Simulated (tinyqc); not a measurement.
Interdiffusion of a quantum well during annealing: blurred potential and shift of the confined levels: one step, computed by the program tinyqc.

A square well of width w is blurred by Fick diffusion with a constant coefficient; band offsets are linear in composition, masses are uniform, and strain and excitons are ignored.

Task: Diffusion length. D = D0 exp(-E/(k_B T)); L = sqrt(D t); share of well material at the centre erf(w/(4L)); 1 nm = 1e-7 cm. Temperatures in kelvin are T(C) + 273.15.

Inputs (values chosen for the exercise, modelled on InGaAs in GaAs):
```
quantity              value    unit
well width w            4.8      nm
prefactor D0           0.12  cm^2/s
activation energy E    3.39      eV
anneal temperature T    780       C
anneal time t           800       s
```

Constants: k_B = 8.617333262e-05 eV/K.

Give: diffusivity D; diffusion length L; ratio L/w; share at the centre.

Result:

diffusivity D = 7.1873e-18 cm^2/s

diffusion length L = 0.75828 nm

ratio L/w = 0.15797

share at the centre = 0.97478
